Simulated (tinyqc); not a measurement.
Sputter depth profiling of a dopant layer: erosion rate, quantification and the mixing-roughness response: one step, computed by the program tinyqc. Command: `OMP_NUM_THREADS=1 python tinyqc.py 3007594 3007595 out.jsonl sims walk`. One thread of a shared host (Intel(R) Xeon(R) Processor @ 2.30GHz), about 0.01 s of CPU time with the checks.

A rastered ion beam erodes silicon (49.94 atoms per nm^3). The measured profile is the true one convolved with a depth response.

Problem. Erosion and sensitivity. Scaling chosen for the exercise: yield Y = Y1 E^0.5, mixing length w = w1 E^0.5 (E in keV). Erosion rate = Y I/(e x raster^2 x density); depth step = rate x counting time; concentration = RSF x counts/matrix counts; detection limit = RSF x 3 sqrt(background x time)/(matrix rate x time).

Inputs (values chosen for the exercise, modelled on a dopant in silicon under an oxygen or caesium beam):
```
quantity                           value    unit
beam energy E                        5.3     keV
beam current                          24      nA
raster side                          300      um
sputter yield at 1 keV               1.5       -
mixing length at 1 keV               1.8      nm
relative sensitivity factor RSF  4.9e+20  1/cm^3
matrix count rate                 600000     1/s
background count rate                4.6     1/s
counting time per point              0.5       s
```

True profile: delta layer.

Constants: e = 1.602176634e-19 C.

Give: yield Y; mixing length w; erosion rate; depth step; detection limit.

Solution.

yield Y = 3.453

mixing length w = 4.144 nm

erosion rate = 0.1151 nm/s

depth step = 0.05755 nm

detection limit = 7.431e+15 1/cm^3

Caution: with so few background counts Poisson statistics, not 3 sqrt(N), set the true limit.
